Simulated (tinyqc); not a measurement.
Inside a calculation: interband optics of a two-band s-p chain from momentum matrix elements. Values are carried at full precision from step to step, so a last printed digit may differ when a step is redone from the rounded ones.

H(k) = [[Es - 2 ts cos ka, 2i V sin ka], [-2i V sin ka, Ep_ + 2 tp cos ka]] in the basis s, p; the lower band is full, with two electrons a cell. The velocity operator times hbar is W = dH/dk (eV angstrom); intra-atomic dipoles are left out.

Constants: hbar^2/2m0 = 3.80998211 eV angstrom^2; e^2/(4 pi eps0) = 14.39964547 eV angstrom.

Parameters, chosen for this exercise:
```
symbol  value  unit        meaning
a       3.16   angstrom    period
Es      3.85   eV          upper orbital (s)
Ep_     -3.09  eV          lower orbital (p)
ts      0.28   eV          s-s hopping
tp      0.45   eV          p-p hopping
V       0.76   eV          s-p hopping
k       0.08   2 pi/a      wave vector
N       10                 k points
Ar      8.5    angstrom^2  cross-section per chain
eta     0.1    eV          Lorentzian half width
E       4.81   eV          photon energy
```

## Hamiltonian and velocity at one k

Form H and W = dH/dk.

H (eV):
```
          s        p
s    3.3593  0.7323i
p  -0.7323i  -2.3013
```

W (eV angstrom):
```
          s        p
s    0.8525  4.2091i
p  -4.2091i  -1.3701
```

## Matrix element between the bands

Diagonalise H, transform W, and form w = |W_cv|^2, the Kane-type energy w/c and the oscillator strength f = w/(c D), c = hbar^2/2m0, D = Ec - Ev.

Ev, Ec (eV): -2.3945  3.4525

weights:
```
        v       c
s  0.0159  0.9841
p  0.9841  0.0159
```

slopes dEv/dk, dEc/dk (eV angstrom): -2.389  1.871

w = 14.414 eV^2 angstrom^2
w/c = 3.783 eV
f = 0.647

## Transitions on the mesh

At each k_j = (j + 1/2)/N (2 pi/a) up to the zone edge give D = Ec - Ev, w = |<c|W|v>|^2 and f = w/(c D), c = hbar^2/2m0; the other half of the zone repeats the values.

Transitions:
```
k (2 pi/a)  D (eV)  w (eV^2 angstrom^2)      f
0.0500      5.6304               19.230  0.896
0.1500      6.5603                3.678  0.147
0.2500      7.5766                0.857  0.030
0.3500      8.1768               10.587  0.340
0.4500      8.3814               21.337  0.668
```

D runs from 5.630 to 8.381 eV on the mesh; f is largest at k = 0.0500.

## Dielectric function from the table

With w(k) = |<c|W|v>|^2 and D(k) = Ec - Ev, on the mesh k_j = (j + 1/2)/N (2 pi/a): eps(E) = 1 + (8 pi e2/(a Ar)) mean_j (w/D^2) [1/(D - E - i eta) + 1/(D + E + i eta)], e2 = e^2/(4 pi eps0); light polarised along the chains, no local fields.

Take the mean over the rows. Also eps(0) at eta = 0, and the effective electrons per cell n_eff = 2 mean(f).

eps(E) = 3.740+0.255i
eps(0) = 1.961
n_eff = 0.833

On a mesh of 2000 points the values are 3.783+0.272i, 1.962 and 0.833. n_eff need not equal the 2 electrons of the cell: a two-orbital basis with chosen hoppings does not obey the sum rule of free electrons.

## Checks

- Curvature of the lower band against <v|d2H/dk2|v> - 2 w/D (eV angstrom^2): both -10.77.
- Zone mean of 2 w/D against the zone mean of <v|d2H/dk2|v>, the f-sum rule of a full band (eV angstrom^2): both 3.1725.

tinyqc: `OMP_NUM_THREADS=1 python tinyqc.py 1650381 1650382 out.jsonl`; about 0.01 s, one thread, shared Intel(R) Xeon(R) Processor @ 2.30GHz.
